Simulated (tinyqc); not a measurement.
Ballistic Schottky-barrier transistor with a one-dimensional channel, WKB contacts: one step of the calculation.

Source Fermi level 0, drain Fermi level -Vd. Far from the contacts Ec = pn - psi, and the gate moves psi one to one; the band edges relax as exp(-x/lam) from pn at the source and pn - Vd at the drain; Ev = Ec - Eg. A carrier of energy w inside the channel band meets at a contact a barrier of height D (the contact edge beyond the channel edge): T = 1 for w >= D, else exp(-S), S = 4 lam sqrt(m/C) [sqrt(D - w) - sqrt(w) arctan sqrt((D - w)/w)], C = hbar^2/(2 m0). The two contacts combine as Ts Td/(Ts + Td - Ts Td).

Problem. Transmission of one of the electrons. S and T at both contacts for w = w0, and the tunnelling distance lam ln(D/w) at the higher barrier.

Values chosen for this exercise; channel values close to those of a silicon nanowire with silicide contacts:
```
symbol  value  unit                                        meaning
mn        0.2    m0                                  electron mass
lam       1.8    nm               screening length at the contacts
w0       0.45    eV  energy of one carrier inside the channel band
```

Constants: q = 1.602176634e-19 C, hbar = 1.054571817e-34 J s, m0 = 9.1093837015e-31 kg, hbar^2/(2 m0) = 0.0380998212 eV nm^2. Results are converted to the units shown.

D for electrons (eV): source 0.70000000, drain 0.60000000

Give: S at the source; S at the drain; combined T; tunnelling distance.

Solution.

S at the source = 1.1601
S at the drain = 0.59482
combined T = 0.24982
tunnelling distance = 0.79530 nm

Range of the model: No scattering, image-force lowering, channel charge or band-to-band tunnelling; parabolic kappa overstates S deep in the gap.

Numbers from tinyqc (`OMP_NUM_THREADS=1 python tinyqc.py 2390134 2390135 out.jsonl`; about 0.04 s on one thread of a shared Intel Xeon 2.30GHz).
